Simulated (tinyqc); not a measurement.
# Thickness from two neighbouring fringes

Problem. At normal incidence a transparent film with an index between those of air and substrate, taken as constant, has reflectance minima at 2 n1 d = (m + 1/2) lam (small phase shifts at the substrate neglected). Find d and the order m of the shorter wavelength.

Inputs (values chosen for the exercise): index of the transparent film n1 = 1.458.

wavelengths of two neighbouring reflectance minima (nm): 481  618.42857

Solution. Neighbouring orders differ by one: 2 n1 d (1/lam1 - 1/lam2) = 1.

d = 742.3 nm
m = 4

Computed by the program tinyqc: `OMP_NUM_THREADS=1 python tinyqc.py 2870188 2870189 out.jsonl`, one thread of a shared Intel Xeon 2.30GHz, about 0.01 s for the whole run.
